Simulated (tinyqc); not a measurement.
Rapid thermal processing of a wafer: radiative balance, ramp and cooling, pattern effects, pyrometer error and spike budget: one step, computed by the program tinyqc.

The wafer is opaque and uniform through its thickness unless said otherwise; temperatures in formulas are in kelvin (C + 273.15). sigma = 5.670374419e-12 W/(cm^2 K^4).

Problem. Pyrometer error. Signal proportional to eps/(exp(c2/(lambda T)) - 1), c2 = h c/k_B. If the assumed emissivity is too high by the given error, the reading T' solves (1 + error)/(exp(c2/(lambda T')) - 1) = 1/(exp(c2/(lambda T)) - 1). Wien estimate: T' - T = -lambda T^2 ln(1 + error)/c2. Process rates go as exp(-E_a/(k_B T)).

Inputs (values chosen for the exercise, modelled on a hot silicon wafer):
```
quantity                              value        unit
process temperature                    1060           C
starting temperature                    550           C
pyrometer wavelength                    3.8  micrometre
error of the assumed emissivity         6.8           %
activation energy of the process E_a   1.24          eV
```

Constants: h = 6.62607015e-34 J s; c = 299792458 m/s; k_B = 1.380649e-23 J/K; k_B = 8.617333262e-05 eV/K.

Give: c2; c2/(lambda T); reading less true temperature; Wien estimate; rate at T over rate at T', less 1.

Solution.

c2 = 14388 micrometre K

c2/(lambda T) = 2.8401

reading less true temperature = -28.509 K

Wien estimate = -30.881 K

rate at T over rate at T', less 1 = 26.600 %

Caution: below about 600 C lightly doped silicon is partly transparent at this wavelength, so its emissivity is not yet the hot value early in the ramp.
